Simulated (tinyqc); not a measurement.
Standing waves and exposure in a photoresist film, step by step. Values are carried at full precision from step to step, so a last printed digit may differ when a step is redone from the rounded ones.

Normal incidence from air. Unexposed resist: N1 = n1 + i k1 with k1 = (A + B) lam/(4 pi), lam in micrometres. r01 = (1 - N1)/(1 + N1), t01 = 2/(1 + N1). Below the resist lie the layer Na = na + i ka and the substrate Ns = ns + i ks: r12 = (r1a + ras x)/(1 + r1a ras x), x = exp(4 pi i Na da/lam), r1a = (N1 - Na)/(N1 + Na), ras = (Na - Ns)/(Na + Ns). With p = exp(2 pi i N1 d/lam), the field at depth z is E(z) = t01 [exp(2 pi i N1 z/lam) + r12 p^2 exp(-2 pi i N1 z/lam)]/(1 + r01 r12 p^2), the relative intensity I(z) = n1 |E(z)|^2 and the reflectance R = |(r01 + r12 p^2)/(1 + r01 r12 p^2)|^2.

Inputs chosen for the exercise (a resist on Al, indices near tabulated ones; shifted at random, so the results belong to these values and not to a real crystal):
```
symbol  value  unit          meaning
lam     248    nm            vacuum wavelength
n1      1.735                resist index
A       0.05   1/micrometre  bleachable absorption (Dill A)
B       0.87   1/micrometre  fixed absorption (Dill B)
d       487    nm            resist thickness
ns      0.189                substrate n
ks      2.973                substrate k
na      1.794                n of the bottom antireflection layer
ka      0.38                 its k
da      23     nm            its thickness
C       0.015  cm^2/mJ       exposure rate (Dill C)
D       30     mJ/cm^2       incident dose
Ld      20     nm            diffusion length of the post-exposure bake
```

## Interface coefficients

Form N1, r01, t01 and r12.

N1 = 1.73500+0.01816i
r01 = -0.2688-0.0049i
t01 = 0.7312-0.0049i
r12 = 0.4832-0.0568i
|r12|^2 = 0.2367

Next to the bottom the intensity swings by a factor ((1 + |r12|)/(1 - |r12|))^2 = 8.38 between antinode and node; without the layer |r12|^2 would be 0.8792.

## Round trip and reflectance

Form p^2, the denominator and R; the period of the standing wave is lam/(2 n1).

p^2 = 0.2503-0.5878i
1 + r01 r12 p^2 = 0.9750+0.0797i
R = 0.1303
period = 71.47 nm

The film holds 6.81 periods.

## Intensity and exposure over the lowest period

Nine depths from d - period to d. Without bleaching during the exposure the share of unexposed compound is m = exp(-C D I).

Profile:
```
z (nm)      I      m
415.5   1.397  0.533
424.5   1.168  0.591
433.4   0.720  0.723
442.3   0.313  0.869
451.3   0.183  0.921
460.2   0.404  0.834
469.1   0.844  0.684
478.1   1.243  0.572
487.0   1.364  0.541
```

I runs from 0.183 to 1.397 on these points, so m runs from 0.533 to 0.921; the least exposed point listed lies 35.7 nm above the bottom.

## Smoothing by the bake

Gaussian diffusion of length Ld multiplies a cosine of period L by exp(-2 pi^2 Ld^2/L^2). Give that factor, and the Ld that leaves 10 %.

factor = 0.213
Ld for 10 % = 24.41 nm

## Checks

- R against the transfer-matrix product: both 0.13032.

tinyqc: `OMP_NUM_THREADS=1 python tinyqc.py 1651556 1651557 out.jsonl`; about 0.01 s, one thread, shared Intel(R) Xeon(R) Processor @ 2.30GHz.
